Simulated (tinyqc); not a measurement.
What moves the results: Fermi-Dirac statistics of conduction electrons. A value that a table varies takes the place of the one given here.

Non-parabolic band E (1 + alpha E) = c k^2/m: n = Nc (2/sqrt(pi)) integral_0^infinity sqrt(x (1 + a x)) (1 + 2 a x) dx/(1 + exp(x - eta)) with a = alpha kT and eta = (EF - Ec)/kT; a = 0 gives n = Nc F_1/2(eta).

Constants: hbar^2/2m0 = 3.80998211 eV angstrom^2; kB = 8.617333262e-05 eV/K.

Parameters, chosen for this exercise (near those of GaN, lowest valleys alone; shifted at random, so the results belong to these values and not to a real crystal): m = 0.212 m0 (density-of-states mass of the conduction band); T = 400 K; alpha = 0.19 1/eV (non-parabolicity); n = 2.1e+17 1/cm^3 (electron density).

## Parabolic against non-parabolic filling

N = 2 (m kB T/(4 pi c))^(3/2) with c = hbar^2/2m0, in 1/angstrom^3; times 1e24 for 1/cm^3. k_F = (3 pi^2 n)^(1/3) and the energy E0 that solves E (1 + alpha E) = c k_F^2/m give the limit of zero temperature.

EF - Ec (meV):

| n (1/cm^3) | parabolic | non-parabolic | non-parabolic, 0 K |
|---|---|---|---|
| 4.0e+17 | -76.0 | -76.9 | 9.3 |
| 2.0e+18 | -15.4 | -16.5 | 27.2 |
| 6.0e+18 | 35.0 | 33.4 | 56.2 |
| 2.0e+19 | 118.0 | 114.0 | 123.8 |
| 6.0e+19 | 259.8 | 246.7 | 251.6 |
| 2.0e+20 | 586.6 | 531.4 | 534.1 |

Non-parabolicity lowers EF by 0.9 meV at the lowest density and by 55.1 meV at the highest, where alpha (EF - Ec) = 0.10. Temperature lowers EF below its 0 K value by 86.3 meV at the lowest density and by 2.6 meV at the highest. EF enters the band between 2e+18 and 6e+18 1/cm^3.

## What moves the Fermi level

N = 2 (m kB T/(4 pi c))^(3/2) with c = hbar^2/2m0, in 1/angstrom^3; times 1e24 for 1/cm^3. Each row changes one parameter from the base and keeps the others.

Results:

| case | parabolic EF - Ec (meV) | non-parabolic EF - Ec (meV) |
|---|---|---|
| base | -98.87 | -99.74 |
| m = 0.2332 m0 | -103.89 | -104.75 |
| T = 375 K | -89.50 | -90.26 |
| n = 1.05e+17 1/cm^3 | -123.10 | -123.96 |
| alpha = 0.285 1/eV | -98.87 | -100.16 |

The largest shifts from the base row, up to three for each result and ties (the steps differ in size, so this ranks the rows, not the parameters). parabolic EF - Ec (meV): n -24.23, T +9.37, m -5.02; unchanged at the printed digits by alpha. non-parabolic EF - Ec (meV): n -24.22, T +9.47, m -5.01.

Run: tinyqc, `OMP_NUM_THREADS=1 python tinyqc.py 1681394 1681395 out.jsonl`; Intel(R) Xeon(R) Processor @ 2.30GHz, one thread, shared host; about 0.01 s of CPU time with all checks.
